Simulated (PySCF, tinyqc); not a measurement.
FCI on RHF in the sto-6g basis, for H3+, spin multiplicity 1, step by step. The lowest restricted solution is unstable here: a spin-polarised one lies 0.0260 hartree lower (PySCF). One step of it, computed by the program tinyqc.

Question. FCI: determinants and Hamiltonian. Slater-Condon rules over spin orbitals, with the nuclear repulsion added and E(HF) subtracted on the diagonal.

one-electron integrals over orbitals h = C^T H C (hartree):
$$\begin{pmatrix}
-1.219306 & 0.000040 & -0.058047 \\
0.000040 & -1.000633 & -0.000013 \\
-0.058047 & -0.000013 & -0.906413
\end{pmatrix}$$

Two-electron integrals over orbitals (pq|rs), unique and non-zero (hartree):
```
(11|11) 0.470113    (21|11) -0.000040   (21|21) 0.152275    (22|11) 0.421351
(22|21) 0.000108    (22|22) 0.511679    (31|11) 0.058047    (31|21) 0.000008
(31|22) -0.088685   (31|31) 0.160894    (32|11) 0.000011    (32|21) -0.140961
(32|22) -0.000067   (32|31) -0.000076   (32|32) 0.137197    (33|11) 0.487329
(33|21) -0.000104   (33|22) 0.414934    (33|31) 0.093595    (33|32) 0.000058
(33|33) 0.529458
```

nuclear repulsion = 0.91538409 hartree

Hartree-Fock energy = -1.05311501 hartree

Give: determinants; H - E(HF) between determinants.

Answer.

Occupation strings over the orbitals (2 doubly, a alpha, b beta, 0 empty; spin orbitals ordered 1a 1b 2a 2b ...): 200 ab0 a0b ba0 b0a 020 0ab 0ba 002

H - E(HF) between determinants (hartree):
```
        200      ab0      a0b      ba0      b0a      020      0ab      0ba
200  0.0000   0.0000   0.0000   0.0000   0.0000   0.1523   0.0000   0.0000
ab0  0.0000   0.1699   0.0000  -0.1523   0.0000   0.0001  -0.1410   0.1467
a0b  0.0000   0.0000   0.3301   0.0000  -0.1609  -0.1410  -0.0001   0.0001
ba0  0.0000  -0.1523   0.0000   0.1699   0.0000  -0.0001   0.1467  -0.1410
b0a  0.0000   0.0000  -0.1609   0.0000   0.3301   0.1410   0.0001  -0.0001
020  0.1523   0.0001  -0.1410  -0.0001   0.1410   0.4789  -0.0001   0.0001
0ab  0.0000  -0.1410  -0.0001   0.1467   0.0001  -0.0001   0.4764  -0.1372
0ba  0.0000   0.1467   0.0001  -0.1410  -0.0001   0.0001  -0.1372   0.4764
002  0.1609  -0.0001   0.0355   0.0001  -0.0355   0.1372   0.0000   0.0000

         002
200   0.1609
ab0  -0.0001
a0b   0.0355
ba0   0.0001
b0a  -0.0355
020   0.1372
0ab   0.0000
0ba   0.0000
002   0.6851
```
